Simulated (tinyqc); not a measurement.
A finite superlattice with mass mismatch, transfer matrices: one step of the calculation.

One electron of energy E comes from the left lead (band edge 0); no transverse momentum. Parabolic bands, masses in units of m0, C = hbar^2/(2 m0); psi and psi'/m are continuous at every interface. N periods of a barrier d1 followed by a well Lw; the right lead equals the left one.

Question. Transmission and reflection. The matrix M carries (psi, psi'/m) across the stack, and v = k/m in each lead. psi = 1 + r at the left edge (incident amplitude 1) and t at the right edge. With det M = 1, a = i vR M11 - M21 and b = -vL vR M12 - i vL M22: t = 2 i vL/(a - b), r = -(a + b)/(a - b), T(E) = (vR/vL) |t|^2, R(E) = |r|^2.

M^N:
```
            1             2
1  -1.0513803  -0.090221221
2   4.9112477   -0.52968583
```

vL = 12.325321 1/nm
vR = 12.325321 1/nm

Give: t; r; T(E); R(E).

Answer.

t = -0.6614-0.6318i
r = 0.0529-0.4008i
T(E) = 0.8366
R(E) = 0.1634

T(E) + R(E) = 1: the current is conserved.

Numbers from tinyqc (`OMP_NUM_THREADS=1 python tinyqc.py 2560036 2560037 out.jsonl`; about 0.01 s on one thread of a shared Intel Xeon 2.30GHz).
